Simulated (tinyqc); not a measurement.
Surface Green function of a dimerised chain, Sancho-Rubio decimation: one step of the calculation.

A semi-infinite lead of cells 0, 1, 2, ... with H0 inside a cell and H1 = <cell i|H|cell i + 1>. Cell A, B with A at the surface; -t1 joins A and B, -t2 joins B to the next A. z = E + i eta.

Problem. Self-energy, Dyson check and densities of states. Sigma = H1 g_s H1^dagger is what the lead adds to one more cell, and (z - H0 - Sigma)^(-1) must give g_s back. Densities of states: -Im of the diagonals over pi.

Parameters, values chosen for the exercise: energy E = 2.02 eV; broadening eta = 0.001 eV.

H0 (eV):
```
       A      B
A   0.32  -1.01
B  -1.01  -0.32
```

H1 (eV):
```
      A  B
A     0  0
B  -2.2  0
```

converged surface Green function g_s (1/eV):
```
                        A                        B
A  0.47383443-0.24467186i   0.19231367+0.41135478i
B  0.19231367+0.41135478i  -0.32328899-0.69256975i
```

converged bulk Green function (1/eV):
```
                         A                       B
A  -0.00002430-0.58125476i  0.49456183+0.01944167i
B   0.49456183+0.01944167i  0.00005028-0.42227913i
```

Give: Sigma; (z - H0 - Sigma)^(-1); surface density of states; bulk density of states.

Solution.

Sigma (eV):
```
                A               B
A  0.0000+0.0000i  0.0000+0.0000i
B  0.0000+0.0000i  2.2934-1.1842i
```

(z - H0 - Sigma)^(-1) (1/eV):
```
                  A                  B
A  0.47383-0.24467i   0.19231+0.41135i
B  0.19231+0.41135i  -0.32329-0.69257i
```

```
orbital  surface density of states (1/eV)  bulk density of states (1/eV)
A                                 0.07788                        0.18502
B                                 0.22045                        0.13442
```

Computed by the program tinyqc: `OMP_NUM_THREADS=1 python tinyqc.py 2680125 2680126 out.jsonl`, one thread of a shared Intel Xeon 2.30GHz, about 0.02 s for the whole run.
